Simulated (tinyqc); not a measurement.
Trap density from the leakage.

Question. Trap-assisted leakage is J = q Nt times the integral over x of the rate through one trap. Find Nt, the areal density Nt t and the mean in-plane spacing (Nt t)^(-1/2).

Values chosen for this exercise: thickness t = 8 nm.

Constants: q = 1.602176634e-19 C. Results are converted to the units shown.

J = 7.2832823e-17 A/cm^2
integral of the rate over x = 2.1646987e-8 nm/s

Answer. J is proportional to Nt.

Nt = 2.100e17 cm^-3
Nt t = 1.680e11 cm^-2
in-plane spacing = 24.40 nm

Program tinyqc, `OMP_NUM_THREADS=1 python tinyqc.py 2370025 2370026 out.jsonl`; Intel Xeon 2.30GHz, shared host, one thread, about 0.03 s.
